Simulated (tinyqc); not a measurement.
Inside a calculation. Method: CCD on RHF in the sto-3g basis, for H6, spin multiplicity 1. Computed by tinyqc, a small Python program that keeps every step (integrals from PySCF). Settings: charge = 0, multiplicity = 1, basis = sto-3g, method = RHF, energy threshold = 1e-10, iteration cap = 79, orthogonalisation = canonical, start = core, DIIS depth = 6, amplitude equations = CCD, DIIS depth for amplitudes = 4, cap on updates = 76. Command: `OMP_NUM_THREADS=1 python tinyqc.py 29394 29395 out.jsonl` (the two numbers bound the seeds that draw the settings). One thread of a shared host (Intel(R) Xeon(R) Processor @ 2.60GHz), about 0.1 s of CPU time with the checks. The early iterations of the SCF are left out here.

## One-electron integrals

Geometry (angstrom):

| atom | x | y | z |
|---|---|---|---|
| H | 0.0000 | 0.0000 | 0.0000 |
| H | 0.0000 | 0.0000 | 0.8900 |
| H | 0.0000 | 0.0000 | 1.9930 |
| H | 0.0000 | 0.0000 | 2.8830 |
| H | 0.0000 | 0.0000 | 3.9860 |
| H | 0.0000 | 0.0000 | 4.8760 |

Basis sto-3g: exponents (1/bohr^2) and contraction coefficients of normalised primitives:

| element | l (shell) | exponent | coefficient |
|---|---|---|---|
| H | s (1) | 3.4253 | 0.1543 |
| H | s (1) | 0.6239 | 0.5353 |
| H | s (1) | 0.1689 | 0.4446 |

Overlap, kinetic and nuclear-attraction integrals over the contracted functions; the nuclear repulsion is the sum of Za Zb / Rab.

nuclear repulsion = 4.717408 hartree

overlap S:
```
        1H 1s   2H 1s   3H 1s   4H 1s   5H 1s   6H 1s
1H 1s  1.0000  0.5634  0.1206  0.0233  0.0018  0.0002
2H 1s  0.5634  1.0000  0.4379  0.1206  0.0149  0.0018
3H 1s  0.1206  0.4379  1.0000  0.5634  0.1206  0.0233
4H 1s  0.0233  0.1206  0.5634  1.0000  0.4379  0.1206
5H 1s  0.0018  0.0149  0.1206  0.4379  1.0000  0.5634
6H 1s  0.0002  0.0018  0.0233  0.1206  0.5634  1.0000
```

kinetic energy T (hartree):
```
         1H 1s    2H 1s    3H 1s    4H 1s    5H 1s    6H 1s
1H 1s   0.7600   0.1573  -0.0100  -0.0076  -0.0012  -0.0002
2H 1s   0.1573   0.7600   0.0774  -0.0100  -0.0058  -0.0012
3H 1s  -0.0100   0.0774   0.7600   0.1573  -0.0100  -0.0076
4H 1s  -0.0076  -0.0100   0.1573   0.7600   0.0774  -0.0100
5H 1s  -0.0012  -0.0058  -0.0100   0.0774   0.7600   0.1573
6H 1s  -0.0002  -0.0012  -0.0076  -0.0100   0.1573   0.7600
```

nuclear attraction V (hartree):
```
         1H 1s    2H 1s    3H 1s    4H 1s    5H 1s    6H 1s
1H 1s  -2.4833  -1.4196  -0.2929  -0.0558  -0.0043  -0.0004
2H 1s  -1.4196  -2.8321  -1.1559  -0.3080  -0.0360  -0.0043
3H 1s  -0.2929  -1.1559  -2.9774  -1.5857  -0.3080  -0.0558
4H 1s  -0.0558  -0.3080  -1.5857  -2.9774  -1.1559  -0.2929
5H 1s  -0.0043  -0.0360  -0.3080  -1.1559  -2.8321  -1.4196
6H 1s  -0.0004  -0.0043  -0.0558  -0.2929  -1.4196  -2.4833
```

core Hamiltonian H = T + V (hartree):
```
         1H 1s    2H 1s    3H 1s    4H 1s    5H 1s    6H 1s
1H 1s  -1.7233  -1.2623  -0.3029  -0.0634  -0.0055  -0.0005
2H 1s  -1.2623  -2.0721  -1.0785  -0.3180  -0.0419  -0.0055
3H 1s  -0.3029  -1.0785  -2.2173  -1.4284  -0.3180  -0.0634
4H 1s  -0.0634  -0.3180  -1.4284  -2.2173  -1.0785  -0.3029
5H 1s  -0.0055  -0.0419  -0.3180  -1.0785  -2.0721  -1.2623
6H 1s  -0.0005  -0.0055  -0.0634  -0.3029  -1.2623  -1.7233
```

## Two-electron integrals

Functions are numbered as in S; the eight-fold symmetry (ij|kl) = (ji|kl) = (kl|ij) leaves the list below.

Two-electron integrals (ij|kl) in chemists' order, unique and non-zero (hartree):
```
(11|11) 0.7746     (21|11) 0.3630     (21|21) 0.2090     (22|11) 0.5153
(22|21) 0.3630     (22|22) 0.7746     (31|11) 0.0566     (31|21) 0.0361
(31|22) 0.0714     (31|31) 0.0075     (32|11) 0.1588     (32|21) 0.1156
(32|22) 0.2643     (32|31) 0.0282     (32|32) 0.1197     (33|11) 0.2646
(33|21) 0.1910     (33|22) 0.4458     (33|31) 0.0566     (33|32) 0.2643
(33|33) 0.7746     (41|11) 0.0086     (41|21) 0.0058     (41|22) 0.0121
(41|31) 0.0013     (41|32) 0.0053     (41|33) 0.0121     (41|41) 2.53e-04
(42|11) 0.0350     (42|21) 0.0250     (42|22) 0.0566     (42|31) 0.0065
(42|32) 0.0282     (42|33) 0.0714     (42|41) 0.0013     (42|42) 0.0075
(43|11) 0.1230     (43|21) 0.0854     (43|22) 0.1910     (43|31) 0.0250
(43|32) 0.1156     (43|33) 0.3630     (43|41) 0.0058     (43|42) 0.0361
(43|43) 0.2090     (44|11) 0.1835     (44|21) 0.1230     (44|22) 0.2646
(44|31) 0.0350     (44|32) 0.1588     (44|33) 0.5153     (44|41) 0.0086
(44|42) 0.0566     (44|43) 0.3630     (44|44) 0.7746     (51|11) 4.99e-04
(51|21) 3.47e-04   (51|22) 0.0008     (51|31) 9.01e-05   (51|32) 3.87e-04
(51|33) 0.0010     (51|41) 1.87e-05   (51|42) 1.06e-04   (51|43) 0.0005
(51|44) 0.0008     (51|51) 1.52e-06   (52|11) 0.0034     (52|21) 0.0023
(52|22) 0.0052     (52|31) 0.0006     (52|32) 0.0028     (52|33) 0.0078
(52|41) 1.39e-04   (52|42) 0.0008     (52|43) 0.0044     (52|44) 0.0078
(52|51) 1.20e-05   (52|52) 1.02e-04   (53|11) 0.0218     (53|21) 0.0146
(53|22) 0.0314     (53|31) 0.0041     (53|32) 0.0184     (53|33) 0.0566
(53|41) 0.0010     (53|42) 0.0061     (53|43) 0.0361     (53|44) 0.0714
(53|51) 9.01e-05   (53|52) 0.0008     (53|53) 0.0075     (54|11) 0.0678
(54|21) 0.0442     (54|22) 0.0919     (54|31) 0.0119     (54|32) 0.0520
(54|33) 0.1588     (54|41) 0.0029     (54|42) 0.0184     (54|43) 0.1156
(54|44) 0.2643     (54|51) 2.82e-04   (54|52) 0.0028     (54|53) 0.0282
(54|54) 0.1197     (55|11) 0.1328     (55|21) 0.0845     (55|22) 0.1709
(55|31) 0.0218     (55|32) 0.0919     (55|33) 0.2646     (55|41) 0.0050
(55|42) 0.0314     (55|43) 0.1910     (55|44) 0.4458     (55|51) 4.99e-04
(55|52) 0.0052     (55|53) 0.0566     (55|54) 0.2643     (55|55) 0.7746
(61|11) 3.44e-05   (61|21) 2.36e-05   (61|22) 5.17e-05   (61|31) 6.49e-06
(61|32) 2.87e-05   (61|33) 8.16e-05   (61|41) 1.44e-06   (61|42) 8.63e-06
(61|43) 4.66e-05   (61|44) 8.16e-05   (61|51) 1.26e-07   (61|52) 1.06e-06
(61|53) 8.63e-06   (61|54) 2.87e-05   (61|55) 5.17e-05   (61|61) 1.13e-08
(62|11) 3.43e-04   (62|21) 2.31e-04   (62|22) 4.99e-04   (62|31) 6.38e-05
(62|32) 2.82e-04   (62|33) 0.0008     (62|41) 1.46e-05   (62|42) 9.01e-05
(62|43) 0.0005     (62|44) 0.0010     (62|51) 1.34e-06   (62|52) 1.20e-05
(62|53) 1.06e-04   (62|54) 3.87e-04   (62|55) 0.0008     (62|61) 1.26e-07
(62|62) 1.52e-06   (63|11) 0.0037     (63|21) 0.0024     (63|22) 0.0050
(63|31) 0.0007     (63|32) 0.0029     (63|33) 0.0086     (63|41) 1.53e-04
(63|42) 0.0010     (63|43) 0.0058     (63|44) 0.0121     (63|51) 1.46e-05
(63|52) 1.39e-04   (63|53) 0.0013     (63|54) 0.0053     (63|55) 0.0121
(63|61) 1.44e-06   (63|62) 1.87e-05   (63|63) 2.53e-04   (64|11) 0.0166
(64|21) 0.0107     (64|22) 0.0218     (64|31) 0.0028     (64|32) 0.0119
(64|33) 0.0350     (64|41) 0.0007     (64|42) 0.0041     (64|43) 0.0250
(64|44) 0.0566     (64|51) 6.38e-05   (64|52) 0.0006     (64|53) 0.0065
(64|54) 0.0282     (64|55) 0.0714     (64|61) 6.49e-06   (64|62) 9.01e-05
(64|63) 0.0013     (64|64) 0.0075     (65|11) 0.0674     (65|21) 0.0424
(65|22) 0.0845     (65|31) 0.0107     (65|32) 0.0442     (65|33) 0.1230
(65|41) 0.0024     (65|42) 0.0146     (65|43) 0.0854     (65|44) 0.1910
(65|51) 2.31e-04   (65|52) 0.0023     (65|53) 0.0250     (65|54) 0.1156
(65|55) 0.3630     (65|61) 2.36e-05   (65|62) 3.47e-04   (65|63) 0.0058
(65|64) 0.0361     (65|65) 0.2090     (66|11) 0.1085     (66|21) 0.0674
(66|22) 0.1328     (66|31) 0.0166     (66|32) 0.0678     (66|33) 0.1835
(66|41) 0.0037     (66|42) 0.0218     (66|43) 0.1230     (66|44) 0.2646
(66|51) 3.43e-04   (66|52) 0.0034     (66|53) 0.0350     (66|54) 0.1588
(66|55) 0.5153     (66|61) 3.44e-05   (66|62) 4.99e-04   (66|63) 0.0086
(66|64) 0.0566     (66|65) 0.3630     (66|66) 0.7746
```

## Orthogonalisation

S = U s U^T; canonical form X = U s^(-1/2), so that X^T S X = 1. Each column of U has its largest component positive (the first on a tie).

eigenvalues of S: 0.2409  0.3582  0.5535  1.1277  1.6271  2.0926

X:
```
             1        2        3        4        5       6
1H 1s   0.4637  -0.7082   0.6379   0.4644   0.3702  0.1921
2H 1s  -0.8160   0.8875  -0.4074   0.2134   0.3902  0.2821
3H 1s   1.0930  -0.3267  -0.5748  -0.4269   0.1343  0.3500
4H 1s  -1.0930  -0.3267   0.5748  -0.4269  -0.1343  0.3500
5H 1s   0.8160   0.8875   0.4074   0.2134  -0.3902  0.2821
6H 1s  -0.4637  -0.7082  -0.6379   0.4644  -0.3702  0.1921
```

## Iteration 7 (converged): orbitals

converged F (hartree):
```
         1H 1s    2H 1s    3H 1s    4H 1s    5H 1s    6H 1s
1H 1s  -0.2922  -0.5286  -0.1536  -0.0174   0.0002  -0.0056
2H 1s  -0.5286  -0.3683  -0.3615  -0.1531  -0.0224   0.0002
3H 1s  -0.1536  -0.3615  -0.3750  -0.5372  -0.1531  -0.0174
4H 1s  -0.0174  -0.1531  -0.5372  -0.3750  -0.3615  -0.1536
5H 1s   0.0002  -0.0224  -0.1531  -0.3615  -0.3683  -0.5286
6H 1s  -0.0056   0.0002  -0.0174  -0.1536  -0.5286  -0.2922
```

Diagonalise F' = X^T F X, C = X C', fill 3 alpha and 3 beta electrons from the bottom; D = 2 C_occ C_occ^T. Each column has its largest component positive (the first on a tie).

F' = X^T F X (hartree):
```
        1        2        3        4        5        6
1  1.0714   0.0000   0.0197   0.0000   0.0383   0.0000
2  0.0000   0.6581   0.0000  -0.0722   0.0000   0.0064
3  0.0197   0.0000   0.3133   0.0000  -0.0033   0.0000
4  0.0000  -0.0722   0.0000  -0.3828   0.0000   0.0102
5  0.0383   0.0000  -0.0033   0.0000  -0.5543   0.0000
6  0.0000   0.0064   0.0000   0.0102   0.0000  -0.6713
```

orbital energies (hartree): MO1 -0.6717, MO2 -0.5552, MO3 -0.3874, MO4 0.3129, MO5 0.6631, MO6 1.0728

coefficients C:
```
          MO1      MO2      MO3      MO4      MO5      MO6
1H 1s  0.1796   0.3619  -0.4215   0.6240  -0.7377   0.4886
2H 1s  0.2680   0.4076  -0.2842  -0.3882   0.8719  -0.8169
3H 1s  0.3677   0.1059   0.4350  -0.6034  -0.2951   1.0806
4H 1s  0.3677  -0.1059   0.4350   0.6034  -0.2951  -1.0806
5H 1s  0.2680  -0.4076  -0.2842   0.3882   0.8719   0.8169
6H 1s  0.1796  -0.3619  -0.4215  -0.6240  -0.7377  -0.4886
```

D after iteration 7:
```
         1H 1s    2H 1s    3H 1s    4H 1s    5H 1s    6H 1s
1H 1s   0.6817   0.6308  -0.1579  -0.3112   0.0409   0.1580
2H 1s   0.6308   0.6374   0.0362  -0.1365  -0.0271   0.0409
3H 1s  -0.1579   0.0362   0.6712   0.6263  -0.1365  -0.3112
4H 1s  -0.3112  -0.1365   0.6263   0.6712   0.0362  -0.1579
5H 1s   0.0409  -0.0271  -0.1365   0.0362   0.6374   0.6308
6H 1s   0.1580   0.0409  -0.3112  -0.1579   0.6308   0.6817
```

## Convergence

Stop when the energy changes by less than 1e-10 hartree and every element of the error matrix X^T (F D S - S D F) X is below 3e-06.

Course of the cycle:

| iteration | E (hartree) | change | largest element of the error matrix |
|---|---|---|---|
| 1 | -2.820681 | - | 5.67e-01 |
| 2 | -3.218852 | -3.98e-01 | 7.14e-02 |
| 3 | -3.222970 | -4.12e-03 | 1.38e-02 |
| 4 | -3.223323 | -3.52e-04 | 9.11e-04 |
| 5 | -3.223324 | -1.25e-06 | 3.66e-05 |
| 6 | -3.223324 | -8.24e-10 | 5.07e-07 |
| 7 | -3.223324 | -2.33e-13 | 2.99e-08 |

PySCF RHF in the same basis = -3.223324 hartree

Converged in 7 iterations.

## Integrals over molecular orbitals

(pq|rs) = sum C_ip C_jq C_kr C_ls (ij|kl), one index at a time.

one-electron integrals over orbitals h = C^T H C (hartree):
```
         1        2        3        4        5        6
1  -2.2918   0.0000  -0.1446   0.0000  -0.0728   0.0000
2   0.0000  -2.0529   0.0000   0.1888   0.0000   0.0540
3  -0.1446   0.0000  -1.9816   0.0000   0.1623   0.0000
4   0.0000   0.1888   0.0000  -1.6620   0.0000   0.1553
5  -0.0728   0.0000   0.1623   0.0000  -1.3452   0.0000
6   0.0000   0.0540   0.0000   0.1553   0.0000  -1.1887
```

Two-electron integrals over orbitals (pq|rs), unique and non-zero (hartree):
```
(11|11) 0.4253      (21|21) 0.1295      (22|11) 0.3385      (22|22) 0.3866
(31|11) 0.0817      (31|22) -0.0438     (31|31) 0.1177      (32|21) -0.1158
(32|32) 0.1375      (33|11) 0.3825      (33|22) 0.3505      (33|31) 0.0348
(33|33) 0.3835      (41|21) -0.0433     (41|32) -0.0083     (41|41) 0.0811
(42|11) -0.0675     (42|22) -0.0027     (42|31) -0.0555     (42|33) -0.0113
(42|42) 0.0782      (43|21) -0.0716     (43|32) 0.0718      (43|41) 0.0133
(43|43) 0.0873      (44|11) 0.3845      (44|22) 0.3521      (44|31) 0.0327
(44|33) 0.3742      (44|42) -0.0221     (44|44) 0.3894      (51|11) 0.0071
(51|22) 0.0318      (51|31) -0.0280     (51|33) -0.0130     (51|42) -0.0345
(51|44) -0.0024     (51|51) 0.0508      (52|21) 0.0316      (52|32) 0.0022
(52|41) -0.0550     (52|43) 0.0367      (52|52) 0.0869      (53|11) -0.0743
(53|22) -0.0072     (53|31) -0.0596     (53|33) -0.0251     (53|42) 0.0733
(53|44) -0.0208     (53|51) -0.0277     (53|53) 0.0792      (54|21) -0.1177
(54|32) 0.1309      (54|41) 0.0021      (54|43) 0.0731      (54|52) -0.0013
(54|54) 0.1410      (55|11) 0.3561      (55|22) 0.3922      (55|31) -0.0321
(55|33) 0.3643      (55|42) -0.0090     (55|44) 0.3731      (55|51) 0.0312
(55|53) -0.0121     (55|55) 0.4181      (61|21) 0.0017      (61|32) 0.0188
(61|41) -0.0296     (61|43) -0.0459     (61|52) -0.0312     (61|54) 0.0159
(61|61) 0.0673      (62|11) -0.0114     (62|22) -0.0352     (62|31) 0.0256
(62|33) 0.0028      (62|42) 0.0302      (62|44) 0.0046      (62|51) -0.0459
(62|53) 0.0321      (62|55) -0.0346     (62|62) 0.0482      (63|21) 0.0457
(63|32) -1.02e-04   (63|41) -0.0763     (63|43) -0.0157     (63|52) 0.0546
(63|54) 1.76e-05    (63|61) 0.0289      (63|63) 0.0817      (64|11) -0.0841
(64|22) 0.0358      (64|31) -0.1124     (64|33) -0.0370     (64|42) 0.0574
(64|44) -0.0375     (64|51) 0.0248      (64|53) 0.0604      (64|55) 0.0351
(64|62) -0.0249     (64|64) 0.1217      (65|21) -0.1322     (65|32) 0.1203
(65|41) 0.0444      (65|43) 0.0760      (65|52) -0.0330     (65|54) 0.1267
(65|61) -0.0026     (65|63) -0.0507     (65|65) 0.1493      (66|11) 0.4548
(66|22) 0.3624      (66|31) 0.0888      (66|33) 0.4122      (66|42) -0.0750
(66|44) 0.4200      (66|51) 0.0083      (66|53) -0.0843     (66|55) 0.3914
(66|62) -0.0136     (66|64) -0.0980     (66|66) 0.5142
```

## CCD: starting amplitudes

t_ij^ab = <ij||ab> / (e_i + e_j - e_a - e_b), whose energy is MP2.

Starting amplitudes (spin orbitals 1a, 1b, ...; amplitudes related by a flip of all spins are not repeated; the 24 largest):

| from | to | t |
|---|---|---|
| 3a 3b | 4a 4b | -0.0623 |
| 2a 2b | 4a 4b | -0.0451 |
| 1a 1b | 4a 4b | -0.0412 |
| 2a 3b | 4a 5b | -0.0382 |
| 3a 3b | 5a 5b | -0.0377 |
| 2a 2b | 5a 5b | -0.0357 |
| 1a 3b | 4a 6b | 0.0312 |
| 3a 3b | 6a 6b | -0.0280 |
| 1a 2b | 4a 5b | 0.0250 |
| 2a 3b | 5a 6b | -0.0204 |
| 1a 1b | 6a 6b | -0.0193 |
| 2a 3a | 4a 5a | -0.0191 |
| 2a 3b | 4b 5a | 0.0191 |
| 1a 1b | 5a 5b | -0.0190 |
| 1a 3b | 4b 6a | -0.0188 |
| 1a 2b | 4b 5a | -0.0157 |
| 1a 2b | 5a 6b | 0.0155 |
| 2a 2b | 6a 6b | -0.0148 |
| 1a 3a | 4a 6a | 0.0124 |
| 2a 2b | 4a 6b | -0.0121 |
| 2a 3b | 5b 6a | 0.0120 |
| 1a 3b | 5a 5b | 0.0116 |
| 1a 1b | 4a 6b | 0.0109 |
| 1a 2b | 5b 6a | -0.0105 |

correlation energy = -0.052085 hartree

## CCD: amplitude update 1

t_ij^ab D_ij^ab are set to the remaining terms of the spin-orbital equations, evaluated with the old amplitudes; for the doubles these are <ij||ab> + 1/2 <ab||ef> t_ij^ef + 1/2 <mn||ij> t_mn^ab + P(ij)P(ab) <mb||ej> t_im^ae + terms in t^2, D the orbital-energy denominators.

Amplitudes after update 1 (spin orbitals 1a, 1b, ...; amplitudes related by a flip of all spins are not repeated; the 24 largest):

| from | to | t |
|---|---|---|
| 3a 3b | 4a 4b | -0.0900 |
| 2a 2b | 4a 4b | -0.0559 |
| 2a 3b | 4a 5b | -0.0541 |
| 1a 1b | 4a 4b | -0.0494 |
| 2a 2b | 5a 5b | -0.0483 |
| 3a 3b | 5a 5b | -0.0450 |
| 1a 3b | 4a 6b | 0.0445 |
| 1a 2b | 4a 5b | 0.0322 |
| 2a 3b | 4b 5a | 0.0318 |
| 3a 3b | 6a 6b | -0.0311 |
| 1a 3b | 4b 6a | -0.0290 |
| 1a 1b | 6a 6b | -0.0252 |
| 2a 3b | 5a 6b | -0.0251 |
| 1a 1b | 5a 5b | -0.0231 |
| 2a 3a | 4a 5a | -0.0223 |
| 1a 2b | 5a 6b | 0.0215 |
| 1a 2b | 4b 5a | -0.0214 |
| 2a 2b | 4a 6b | -0.0195 |
| 1a 3b | 5a 5b | 0.0190 |
| 2a 2b | 6a 6b | -0.0171 |
| 2a 3b | 5b 6a | 0.0157 |
| 1a 3a | 4a 6a | 0.0154 |
| 1a 2b | 5b 6a | -0.0152 |
| 1a 1b | 4a 6b | 0.0146 |

correlation energy = -0.069608 hartree

## CCD: amplitude update 2

As before.

Amplitudes after update 2 (spin orbitals 1a, 1b, ...; amplitudes related by a flip of all spins are not repeated; the 24 largest):

| from | to | t |
|---|---|---|
| 3a 3b | 4a 4b | -0.1051 |
| 2a 3b | 4a 5b | -0.0604 |
| 2a 2b | 4a 4b | -0.0599 |
| 2a 2b | 5a 5b | -0.0536 |
| 1a 1b | 4a 4b | -0.0513 |
| 1a 3b | 4a 6b | 0.0492 |
| 3a 3b | 5a 5b | -0.0473 |
| 2a 3b | 4b 5a | 0.0374 |
| 1a 2b | 4a 5b | 0.0340 |
| 1a 3b | 4b 6a | -0.0326 |
| 3a 3b | 6a 6b | -0.0314 |
| 1a 1b | 6a 6b | -0.0280 |
| 2a 3b | 5a 6b | -0.0261 |
| 1a 1b | 5a 5b | -0.0249 |
| 1a 2b | 5a 6b | 0.0239 |
| 2a 3a | 4a 5a | -0.0230 |
| 1a 2b | 4b 5a | -0.0229 |
| 2a 2b | 4a 6b | -0.0221 |
| 1a 3b | 5a 5b | 0.0215 |
| 2a 2b | 6a 6b | -0.0181 |
| 1a 2b | 5b 6a | -0.0172 |
| 1a 3a | 4a 6a | 0.0166 |
| 2a 3b | 5b 6a | 0.0164 |
| 1a 1b | 4a 6b | 0.0157 |

correlation energy = -0.076165 hartree

## CCD: amplitude update 3

t_ij^ab D_ij^ab are set to the remaining terms of the spin-orbital equations, evaluated with the old amplitudes; for the doubles these are <ij||ab> + 1/2 <ab||ef> t_ij^ef + 1/2 <mn||ij> t_mn^ab + P(ij)P(ab) <mb||ej> t_im^ae + terms in t^2, D the orbital-energy denominators. DIIS then mixes the stored amplitudes.

DIIS coefficients: -0.7277  1.7277

Amplitudes after update 3 (spin orbitals 1a, 1b, ...; amplitudes related by a flip of all spins are not repeated; the 24 largest):

| from | to | t |
|---|---|---|
| 3a 3b | 4a 4b | -0.1179 |
| 2a 3b | 4a 5b | -0.0652 |
| 2a 2b | 4a 4b | -0.0616 |
| 2a 2b | 5a 5b | -0.0573 |
| 1a 3b | 4a 6b | 0.0525 |
| 1a 1b | 4a 4b | -0.0510 |
| 3a 3b | 5a 5b | -0.0481 |
| 2a 3b | 4b 5a | 0.0416 |
| 1a 3b | 4b 6a | -0.0349 |
| 1a 2b | 4a 5b | 0.0348 |
| 3a 3b | 6a 6b | -0.0308 |
| 1a 1b | 6a 6b | -0.0302 |
| 2a 3b | 5a 6b | -0.0264 |
| 1a 2b | 5a 6b | 0.0259 |
| 1a 1b | 5a 5b | -0.0259 |
| 2a 3a | 4a 5a | -0.0236 |
| 2a 2b | 4a 6b | -0.0235 |
| 1a 2b | 4b 5a | -0.0234 |
| 1a 3b | 5a 5b | 0.0229 |
| 1a 2b | 5b 6a | -0.0187 |
| 2a 2b | 6a 6b | -0.0185 |
| 1a 3a | 4a 6a | 0.0176 |
| 2a 3b | 5b 6a | 0.0166 |
| 1a 1b | 4a 6b | 0.0163 |

correlation energy = -0.080535 hartree

## CCD: convergence

E_corr = 1/4 sum <ij||ab> t_ij^ab; stop when the norm of the change is below 1e-8.

Course of the amplitude iterations:

| update | correlation energy (hartree) | norm of the change |
|---|---|---|
| 0 | -0.052085 | - |
| 1 | -0.069608 | 1.15e-01 |
| 2 | -0.076165 | 4.78e-02 |
| 3 | -0.080535 | 2.11e-02 |
| 4 | -0.080504 | 3.33e-03 |
| 5 | -0.080505 | 7.64e-04 |
| 6 | -0.080511 | 1.93e-04 |
| 7 | -0.080514 | 7.61e-05 |
| 8 | -0.080514 | 1.72e-05 |
| 9 | -0.080513 | 3.98e-06 |
| 10 | -0.080513 | 1.06e-06 |
| 11 | -0.080513 | 4.27e-07 |
| 12 | -0.080513 | 1.65e-07 |
| 13 | -0.080513 | 5.32e-08 |
| 14 | -0.080513 | 1.55e-08 |
| 15 | -0.080513 | 6.43e-09 |

Converged amplitudes (spin orbitals 1a, 1b, ...; amplitudes related by a flip of all spins are not repeated; the 24 largest):

| from | to | t |
|---|---|---|
| 3a 3b | 4a 4b | -0.1203 |
| 2a 3b | 4a 5b | -0.0657 |
| 2a 2b | 4a 4b | -0.0608 |
| 2a 2b | 5a 5b | -0.0576 |
| 1a 3b | 4a 6b | 0.0528 |
| 1a 1b | 4a 4b | -0.0498 |
| 3a 3b | 5a 5b | -0.0474 |
| 2a 3b | 4b 5a | 0.0416 |
| 1a 3b | 4b 6a | -0.0347 |
| 1a 2b | 4a 5b | 0.0343 |
| 1a 1b | 6a 6b | -0.0305 |
| 3a 3b | 6a 6b | -0.0303 |
| 1a 2b | 5a 6b | 0.0262 |
| 2a 3b | 5a 6b | -0.0261 |
| 1a 1b | 5a 5b | -0.0258 |
| 2a 3a | 4a 5a | -0.0241 |
| 2a 2b | 4a 6b | -0.0232 |
| 1a 2b | 4b 5a | -0.0229 |
| 1a 3b | 5a 5b | 0.0226 |
| 1a 2b | 5b 6a | -0.0188 |
| 2a 2b | 6a 6b | -0.0185 |
| 1a 3a | 4a 6a | 0.0181 |
| 2a 3b | 5b 6a | 0.0163 |
| 1a 1b | 4a 6b | 0.0161 |

CCD total energy = -3.303837 hartree

Converged in 15 updates, with DIIS from the third.
